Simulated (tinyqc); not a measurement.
Ballistic Schottky-barrier transistor with a two-dimensional channel, WKB contacts: one step of the calculation.

Source Fermi level 0, drain Fermi level -Vd. Far from the contacts Ec = pn - psi, and the gate moves psi one to one; the band edges relax as exp(-x/lam) from pn at the source and pn - Vd at the drain; Ev = Ec - Eg. A carrier of energy w inside the channel band meets at a contact a barrier of height D (the contact edge beyond the channel edge): T = 1 for w >= D, else exp(-S), S = 4 lam sqrt(m/C) [sqrt(D - w) - sqrt(w) arctan sqrt((D - w)/w)], C = hbar^2/(2 m0). The two contacts combine as Ts Td/(Ts + Td - Ts Td).

Question. Current of the electrons on a coarse grid. I/W = g (2 q^2/h) int T(w) [N(Es + w) - N(Ed + w)] dw with w the energy of motion along the channel, N(y) = (1/2 pi) sqrt(pi m kB T/C) Fm(-y/kB T), Fm(x) = (1/sqrt(pi)) int_0^infinity u^(-1/2)/(1 + exp(u - x)) du. Electrons: Ds = psi, Dd = psi - Vd, Es = Ec, Ed = Ec + Vd. Holes: Ds = -psi, Dd = Vd - psi, Es = -Ev, Ed = -Ev - Vd. The size of each current is taken; both flow from drain to source and add. Simpson's rule on nE equally spaced w from 0 to wm.

Parameters, values chosen for the exercise; channel values close to those of a molybdenum disulphide layer:
```
symbol,value,unit,meaning
T,300,K,temperature
pn,0.48,eV,barrier for electrons at both contacts
mn,0.47,m0,electron mass
g,2,,valleys or subbands
lam,4,nm,screening length at the contacts
Vd,0.1,V,drain bias
ps,0.16,V,band shift psi of the channel by the gate
wm,0.34,eV,upper end of the grid
nE,13,,points of the grid
```

Constants: q = 1.602176634e-19 C, kB = 1.380649e-23 J/K, hbar = 1.054571817e-34 J s, h = 6.62607015e-34 J s, m0 = 9.1093837015e-31 kg, Vt = kB T/q, hbar^2/(2 m0) = 0.0380998212 eV nm^2. Results are converted to the units shown.

Find: w; Ts; Td; T; size of the supply difference; current.

Answer.

| point | w (eV) | Ts | Td | T | size of the supply difference (1/um) |
|---|---|---|---|---|---|
| 0 | 0.0000 | 1.729e-10 | 1.052e-6 | 1.728e-10 | 6.566e-4 |
| 1 | 0.0283 | 6.499e-5 | 0.09946 | 6.495e-5 | 2.194e-4 |
| 2 | 0.0567 | 0.003779 | 0.9404 | 0.003778 | 7.334e-5 |
| 3 | 0.0850 | 0.04810 | 1.000 | 0.04810 | 2.451e-5 |
| 4 | 0.1133 | 0.2601 | 1.000 | 0.2601 | 8.192e-6 |
| 5 | 0.1417 | 0.7372 | 1.000 | 0.7372 | 2.738e-6 |
| 6 | 0.1700 | 1.000 | 1.000 | 1.000 | 9.150e-7 |
| 7 | 0.1983 | 1.000 | 1.000 | 1.000 | 3.058e-7 |
| 8 | 0.2267 | 1.000 | 1.000 | 1.000 | 1.022e-7 |
| 9 | 0.2550 | 1.000 | 1.000 | 1.000 | 3.416e-8 |
| 10 | 0.2833 | 1.000 | 1.000 | 1.000 | 1.142e-8 |
| 11 | 0.3117 | 1.000 | 1.000 | 1.000 | 3.815e-9 |
| 12 | 0.3400 | 1.000 | 1.000 | 1.000 | 1.275e-9 |

current = 3.087e-5 uA/um

Range of the model: No scattering, image-force lowering, channel charge or band-to-band tunnelling; parabolic kappa overstates S deep in the gap.

tinyqc, about 0.6 s, one thread, Intel Xeon 2.30GHz (shared host): `OMP_NUM_THREADS=1 python tinyqc.py 2390143 2390144 out.jsonl`
